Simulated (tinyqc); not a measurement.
Born-von Karman spring model of a cubic crystal with one atom per cell: one step, computed by the program tinyqc.

First neighbours lie at a/2 (1,1,1) (8 of them), second at a (1,0,0) (6), with all permutations and signs; the volume per atom is Omega = a^3/2. Two shells of springs match a real metal only roughly, above all at the zone boundary.

Question. Frequencies at the zone boundary. A neighbour at R with unit vector n couples by the matrix K(R) = kL n n^T + kT (1 - n n^T), and D(q) = (1/M) sum_R K(R) [1 - cos(q.R)]. An eigenvalue lambda of D in eV/(angstrom^2 u) gives nu = 15.6333042 THz x sqrt(lambda).

Inputs (values chosen for the exercise, modelled on molybdenum):
```
quantity                value           unit
atomic mass M           95.95              u
radial spring k1L        3.85  eV/angstrom^2
transverse spring k1T  -0.029  eV/angstrom^2
radial spring k2L         3.9  eV/angstrom^2
transverse spring k2T   -0.16  eV/angstrom^2
```

Lattice: bcc.

Constants: nu for 1 eV/(angstrom^2 u) = 15.6333042 THz.

Give: Frequencies (THz) at points given in 2 pi/a.

Answer.

Frequencies (THz) at points given in 2 pi/a:
```
point               nu 1   nu 2   nu 3
H (1, 0, 0)        7.177  7.177  7.177
N (0.5, 0.5, 0)    4.743  6.125  9.498
P (0.5, 0.5, 0.5)  7.889  7.889  7.889
```
